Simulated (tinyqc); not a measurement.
## Density and mobility of a removed layer (differential Hall)

Problem. For layers in parallel the sheet conductance g = 1/Rs and the product g mu_H (mu_H signed, unit Hall factors) are additive. Find the sheet density and mobility of the layer that was removed, and its share of the conductance.

Constants: q = 1.602176634e-19 C. Results are converted to the units shown.

Rs before and after removing the top layer (ohm/square): [7633.5662, 7961.1085]
apparent mobility before and after, signed (cm^2/(V s)): [-44.597720, -49]

Solution. The differences give g1 = q n mu and g1 mu = q n mu^2; their ratio is mu and g1^2/(q g1 mu) is n.

sheet density = 5.800e11 cm^-2
mobility = 58.00 cm^2/(V s)
share of the conductance = 4.114 %

tinyqc, about 0.01 s, one thread, Intel Xeon 2.30GHz (shared host): `OMP_NUM_THREADS=1 python tinyqc.py 2850180 2850181 out.jsonl`
